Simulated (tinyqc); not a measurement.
What moves the results: exciton in an atomically thin sheet (Rytova-Keldysh potential). A value that a table varies takes the place of the one given here.

Relative motion in the plane with V(k) = -2 pi q/(k (kap + r0 k)), q = e^2/(4 pi eps0), c = hbar^2/2m0. Normalised Gaussians exp(-a_i r^2): with A = a_i + a_j, S_ij = 2 sqrt(a_i a_j)/A, T_ij = (4c/mu)(a_i a_j/A) S_ij, V_ij = -q S_ij times the integral over k from 0 to infinity of exp(-k^2/4A)/(kap + r0 k).

Converged values use 20 Gaussians with exponents 2^i/b^2, i = -11 to 8, b the larger of a0 kap/(2 mu) and sqrt(a0 r0/mu), a0 = 0.5291772 angstrom; p states use r exp(i theta) exp(-a r^2).

Constants: hbar^2/2m0 = 3.80998211 eV angstrom^2; e^2/(4 pi eps0) = 14.39964547 eV angstrom; Ry = 13.60569312 eV.

Inputs chosen for the exercise (near those of a MoS2 monolayer; shifted at random, so the results belong to these values and not to a real crystal):
- r0 = 43.1 angstrom (screening length of the sheet)
- kaps = (1, 2, 3, 4, 6, 9, 15) (surroundings)
- me = 0.466 m0 (electron mass)
- mh = 0.557 m0 (hole mass)
- kap = 1 (mean dielectric constant of the surroundings)
- Eg = 2.54 eV (gap, in these surroundings)

## Dielectric surroundings

mu = 0.253726 m0

Converged 1s and 2s bindings; the hydrogen value is 4 Ry mu/kap^2.

Bindings (meV):
```
kap      1s     2s  2s line - 1s line  hydrogen 1s  1s/2s
1.00  541.6  254.1              287.5        13808   2.13
2.00  358.0  129.9              228.1         3452   2.76
3.00  264.9   79.5              185.3         1534   3.33
4.00  207.0   53.7              153.3          863   3.86
6.00  138.4   29.0              109.3          384   4.77
9.00   86.0   14.8               71.2          170   5.80
15.0   42.2    6.0               36.3           61   7.05
```

What can be read from the table?

The 1s binding falls by a factor 12.8 where the hydrogen model gives 225; the local exponent d ln E/d ln kap moves from -0.60 to -1.39, towards -2. The ratio 1s/2s climbs from 2.1 to 7.0, towards the hydrogen value 9, as r0/kap shrinks from 43.1 to 2.9 angstrom.

## What each parameter does

1/mu = 1/me + 1/mh; converged values. Eg is held fixed when kap or r0 changes: the shrinking of the gap by stronger screening, which offsets most of the shift of the 1s line, is left out. Each row changes one parameter from the base and keeps the others.

Results:
```
case                1s binding (meV)  2s - 1s (meV)  2s - 2p (meV)  1s line (eV)
base                           541.6          287.5           55.8         1.998
me = 0.559 m0                  555.0          290.8           57.0         1.985
mh = 0.446 m0                  526.4          283.6           54.4         2.014
kap = 1.6                      414.1          249.3           42.8         2.126
r0 = 34.5 angstrom             637.6          348.9           66.1         1.902
Eg = 2.67 eV                   541.6          287.5           55.8         2.128
```

What can be read from the table?

The largest shifts from the base row, up to three for each result and ties (the steps differ in size, so this ranks the rows, not the parameters). 1s binding (meV): kap -127.5, r0 +96.1, mh -15.1; unchanged at the printed digits by Eg. 2s - 1s (meV): r0 +61.4, kap -38.1, mh -3.9; unchanged at the printed digits by Eg. 2s - 2p (meV): kap -13.0, r0 +10.3, mh -1.4; unchanged at the printed digits by Eg. 1s line (eV): Eg +0.130, kap +0.127, r0 -0.096.

Computed by tinyqc, a small Python program: `OMP_NUM_THREADS=1 python tinyqc.py 1281455 1281456 out.jsonl` (the numbers bound the seed that draws the inputs); one thread of a shared host (Intel(R) Xeon(R) Processor @ 2.30GHz), about 0.05 s for the whole set of steps.
